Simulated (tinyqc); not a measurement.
## Material parameters from the melting point of the curve

Inverse problem. In a hemispherical model of a phase-change cell the resistance is rho/(2 pi r0), and melting starts where I^2 rho b^2/(32 pi^2 ka r0^2) = Tm - T0. Find rho and ka.

Values chosen for this exercise: ambient temperature T0 = 300 K; melting point Tm = 897 K; radius of the heater contact r0 = 33 nm.

resistance = 0.30384125 kohm
melting current = 1208.3126 uA
b = 1.8661163

Solution. The resistance gives rho, and the melting current then gives ka.

rho = 6.300 mohm cm
ka = 1.560 W/(m K)

Program tinyqc, `OMP_NUM_THREADS=1 python tinyqc.py 2490070 2490071 out.jsonl`; Intel Xeon 2.30GHz, shared host, one thread, about 0.01 s.
